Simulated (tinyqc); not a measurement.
# Worked calculation: resonant-tunnelling diode, transfer matrices and Tsu-Esaki current

Numbers from tinyqc (`OMP_NUM_THREADS=1 python tinyqc.py 2600014 2600015 out.jsonl`; about 0.2 s on one thread of a shared Intel Xeon 2.30GHz). Printed values are rounded.

Emitter (band edge 0), barrier d1, well Lw, barrier d2, collector (edge -V). The bias drops linearly over these layers and none in the contacts; each layer is cut into ns equal slices, flat at the value of their centres. E is the energy of motion across the layers, C = hbar^2/(2 m0), psi and psi'/m are continuous. Transport is coherent, T(E) is taken as independent of the transverse momentum, and charge in the well is ignored.

Inputs (values chosen for the exercise); masses and offsets of a made-up heterostructure: temperature T = 150 K; mass in the well, spacer and contacts mw = 0.055 m0; barrier height U1 = 0.84 eV; barrier mass m1 = 0.15 m0; emitter barrier d1 = 1 nm; well width Lw = 3.3 nm; collector barrier d2 = 1 nm; slices in each layer ns = 2; Fermi energy of both contacts above their band edges Ef = 0.092 eV; bias of the collector V = 0.18 V; trial energy E = 0.08491 eV.

Constants: q = 1.602176634e-19 C, kB = 1.380649e-23 J/K, hbar = 1.054571817e-34 J s, m0 = 9.1093837015e-31 kg, Vt = kB T/q, hbar^2/(2 m0) = 0.0380998212 eV nm^2. Results are converted to the units shown.

## Slices under bias

U = edge of the layer - V x/Lt at the centre x of each slice, Lt the summed thickness.

| slice | U (eV) | m (m0) | width (nm) |
|---|---|---|---|
| 0 | 0.8315094 | 0.15 | 0.5 |
| 1 | 0.8145283 | 0.15 | 0.5 |
| 2 | -0.0619811 | 0.055 | 1.65 |
| 3 | -0.1180189 | 0.055 | 1.65 |
| 4 | 0.6854717 | 0.15 | 0.5 |
| 5 | 0.6684906 | 0.15 | 0.5 |

## Running product of the slice matrices at the trial energy

For the pair (psi, psi'/m) a flat layer has M = [[cos kd, (m/k) sin kd], [-(k/m) sin kd, cos kd]] with k = sqrt(m (E - U)/C) above its edge U, and M = [[cosh Kd, (m/K) sinh Kd], [(K/m) sinh Kd, cosh Kd]] with K = sqrt(m (U - E)/C) below it. Later slices stand to the left. With M acting on (psi, psi'/m) and v = k/m in each lead, T(E) = 4 vL vR/[(vL vR M12 - M21)^2 + (vR M11 + vL M22)^2]. vL = sqrt(mw E/C)/mw, vR = sqrt(mw (E + V)/C)/mw.

Product after each layer:

|  | M11 | M12 (nm) | M21 (1/nm) | M22 |
|---|---|---|---|---|
| barrier d1 | 2.851317 | 0.2339648 | 30.21666 | 2.830143 |
| well | 3.287343 | 0.3079613 | -31.47656 | -2.644556 |
| barrier d2 | 1.174673 | 0.1755855 | -2.172105 | 0.5266232 |

T(E) = 0.5825144

## Transmission at three energies near the peak

three energies (eV): [0.086039, 0.094439, 0.102839]

The same product at each energy.

T(E) at these energies: [0.6524326, 0.8430202, 0.4332020]

## Breit-Wigner parameters from a parabola through 1/T(E)

Near a resonance 1/T(E) = (1/Tp) [1 + (2 (E - Er)/G)^2]. With y = 1/T(E) at E0 - h, E0, E0 + h: a = (y1 + y3 - 2 y2)/(2 h^2), b = (y3 - y1)/(2 h), Er = E0 - b/(2 a), 1/Tp = y2 - b^2/(4 a), G = 2 sqrt(1/(Tp a)), tau = hbar/G.

Er = 0.09222084 eV
Tp = 0.8810539
G = 20.88609 meV
tau = 31.51436 fs

The true maximum of T(E) lies at 0.091907 eV with height 0.8962 and full width 19.95 meV; the fitted G is 4.7 % above that width.

## Current from the resonance alone

J = J0 times the integral over E > 0 of T(E) N(E), N = ln[(1 + exp((Ef - E)/Vt))/(1 + exp((Ef - V - E)/Vt))], J0 = q^2 mw m0 kB T/(2 pi^2 hbar^3) (times 1e-4 for A/cm^2 per eV). For a sharp resonance J = J0 (pi G/2) Tp N(Er), with Er the peak energy, Tp the peak transmission and G the full width at half maximum (in eV). The three values given are estimates from a parabola through three points of 1/T(E).

J0 = 1.150506e7 A/(cm^2 eV)
N(Er) = 0.6846403
J = 227.6831 kA/cm^2

The full integral over T(E) gives 231.5 kA/cm^2; the value above is 1.6 % below it. With the exact position, height and width of the peak (Er = 0.091907 eV, Tp = 0.8962, G = 19.95 meV) the formula is 2.7 % below it.
